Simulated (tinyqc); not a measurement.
Inside a calculation. Model: MOS inversion layer, Poisson-Schroedinger loop.

tinyqc, about 0.2 s, one thread, Intel Xeon 2.30GHz (shared host): `OMP_NUM_THREADS=1 python tinyqc.py 2160085 2160086 out.jsonl` Printed values are rounded.

Electrons confined at an insulator interface at z = 0, treated as a hard wall; parabolic valleys, Hartree approximation, no image or exchange terms. The depletion charge lies far deeper than the electrons and gives a uniform field q Nd/(eps0 eps_r); the gate balances all charge. Energies are counted from the band edge at the interface.

Values chosen for this exercise; masses and permittivity close to those of In0.53Ga0.47As:
```
symbol   value   unit                                     meaning
T          300      K                                 temperature
eps_r     13.9                              relative permittivity
mz1     0.0411     m0  mass along z of valley set A (1 valley(s))
md1     0.0415     m0    in-plane density-of-states mass of set A
Ns      4.4e11  cm^-2                  sheet density of electrons
Nd      8.1e11  cm^-2           sheet density of depletion charge
hz         1.7     nm                                   mesh step
a            1                                      mixing factor
```

Constants: q = 1.602176634e-19 C, kB = 1.380649e-23 J/K, hbar = 1.054571817e-34 J s, m0 = 9.1093837015e-31 kg, Vt = kB T/q, eps0 = 8.8541878128e-14 F/cm where lengths are in cm, hbar^2/(2 m0) = 0.0380998212 eV nm^2. Results are converted to the units shown.

## Fixed part of the potential

z, node 1 to 18 (nm): 1.7  3.4  5.1  6.8  8.5  10.2  11.9  13.6  15.3  17  18.7  20.4  22.1  23.8  25.5  27.2  28.9  30.6

V0 = q Nd z/(eps0 eps_r) in eV.

fixed potential V0, node 1 to 18 (eV): 0.017926  0.035852  0.053778  0.071704  0.089629  0.107555  0.125481  0.143407  0.161333  0.179259  0.197185  0.215111  0.233037  0.250963  0.268888  0.286814  0.304740  0.322666

## Round 1: levels and probability densities

self-consistent potential U at the start, node 1 to 18 (eV): 0  0  0  0  0  0  0  0  0  0  0  0  0  0  0  0  0  0

Tridiagonal Hamiltonian with psi = 0 one step beyond both ends: H_ii = C (1/m_(i-1/2) + 1/m_(i+1/2))/hz^2 + V0_i + U_i, H_(i,i+1) = -C/(m_(i+1/2) hz^2), C = hbar^2/(2 m0). The lowest 2 level(s) are kept, normalised to hz sum |psi|^2 = 1. The mass is the same on all intervals.

levels (eV): A1 0.109000, A2 0.189724

```
node  |psi|^2 of A1 (1/nm)  |psi|^2 of A2 (1/nm)
1                 0.030990             0.0295768
2                 0.091264             0.0634272
3                 0.129071             0.0444801
4                 0.125727             0.0064921
5                 0.095275             0.0063047
6                 0.059591             0.0460533
7                 0.031848             0.0869218
8                 0.014878             0.0998574
9                 0.006174             0.0850016
10                0.002304             0.0582225
11                0.000780             0.0335492
12                0.000242             0.0167174
13                0.000069             0.0073378
14                0.000018             0.0028721
15                0.000004             0.0010084
16                0.000001             0.0003153
17                0.000000             0.0000834
18                0.000000             0.0000143
```

## Round 1: Fermi level and occupations

Level k holds N_k = D_k Vt ln(1 + exp((EF - E_k)/Vt)) with D = md1 m0 q/(pi hbar^2) per eV (spin included); EF is fixed by sum N_k = Ns.

EF = 0.119541 eV
N_k (cm^-2): A1 4.11264e11, A2 2.87359e10

## Round 1: density, output potential and mixing

n_i = sum_k N_k |psi_k|^2 (converted to cm^-3). Hartree part by Gauss: on the interval before node i the electrons still beyond are S_i = Ns - hz sum_(j<i) n_j, and U_i = U_(i-1) + q S_i hz/(eps0 eps_r) in eV, U_0 = 0 at the interface. Mixing: U(new) = U + a (U(out) - U).

```
node  n (1e17 cm^-3)  U(out) (eV)  U after round 1 (eV)
1            1.35952    0.0097375             0.0097375
2            3.93561    0.0189636             0.0189636
3            5.43605    0.0267089             0.0267089
4            5.18934    0.0324091             0.0324091
5            3.93642    0.0361570             0.0361570
6            2.58309    0.0384239             0.0384239
7            1.55956    0.0397190             0.0397190
8            0.89883    0.0404273             0.0404273
9            0.49818    0.0407975             0.0407975
10           0.26205    0.0409803             0.0409803
11           0.12849    0.0410644             0.0410644
12           0.05797    0.0411002             0.0411002
13           0.02392    0.0411142             0.0411142
14           0.00900    0.0411192             0.0411192
15           0.00308    0.0411209             0.0411209
16           0.00095    0.0411213             0.0411213
17           0.00025    0.0411214             0.0411214
18           0.00004    0.0411215             0.0411215
```

## Course of the self-consistent loop

Start from U = 0. Stop when the largest |U(out) - U| is below 1e-7 eV, or after 120 rounds.

Course of the iteration:
```
round  level A1 (eV)   EF (eV)  largest |U(out) - U| (eV)
1           0.109000  0.119541                     0.0411
2           0.138209  0.149270                    3.03e-3
3           0.137158  0.148131                    3.53e-4
4           0.137272  0.148256                    4.13e-5
5           0.137259  0.148242                    4.81e-6
6           0.137261  0.148244                    5.60e-7
7           0.137260  0.148243                    6.52e-8
```

Converged in 7 rounds.

## Converged levels, occupations and centroid

converged U, node 1 to 18 (eV): 0.0097375  0.0188347  0.0261949  0.0313413  0.0345426  0.0363802  0.0373832  0.0379114  0.0381788  0.0383071  0.0383647  0.0383887  0.0383978  0.0384010  0.0384020  0.0384023  0.0384024  0.0384024

Solve for the levels with V0 + U, find EF, n_i = sum_k N_k |psi_k|^2 (in cm^-3); share of each level N_k/Ns; centroid sum n z/sum n.

levels (eV): A1 0.137260, A2 0.223088
EF = 0.148243 eV
shares (%): A1 94.5182, A2 5.4818
n, node 1 to 18 (in units of 1e17 cm^-3): 1.70210  4.61669  5.88457  5.16964  3.62517  2.21802  1.26220  0.69330  0.36954  0.18804  0.08950  0.03929  0.01579  0.00580  0.00194  0.00058  0.00015  0.00003
centroid = 6.70439 nm

An 800-node mesh to 52 nm with 8 levels a set gives A1 = 0.1382 eV, EF = 0.1491 eV and a centroid of 6.820 nm; the levels kept above hold 99.6 % of the electrons there. The coarse centroid is 1.7 % below the fine one.

## Closed-form estimates

Triangular well: E_k = a_k (C F^2/mz)^(1/3), a_1 = 2.338107, a_2 = 4.087949, C = hbar^2/(2 m0), F in eV/nm. Fang-Howard (all electrons in the lowest level of set A): b^3 = 6 (mz1/C) q (Nd + 11 Ns/32)/(eps0 eps_r), centroid 3/b, level C b^2/(4 mz1) + (3/b) q (Nd + 11 Ns/16)/(eps0 eps_r). Use F = q (Nd + Ns)/(eps0 eps_r), the surface field, and F = q (Nd + Ns/2)/(eps0 eps_r).

A1 with the surface field = 0.146396 eV
A1 with Nd + Ns/2 = 0.128671 eV
A2 with Nd + Ns/2 = 0.224969 eV
b = 0.432664 1/nm
Fang-Howard centroid = 6.93378 nm
Fang-Howard level = 0.143803 eV

Against the self-consistent A1 = 0.1382 eV on a fine mesh, the surface-field estimate is 5.9 % above it, the half-charge one 6.9 % below it and Fang-Howard 4.1 % above it. A1 holds 94.4 % of the electrons, and the Fang-Howard centroid is 1.7 % above the full one.
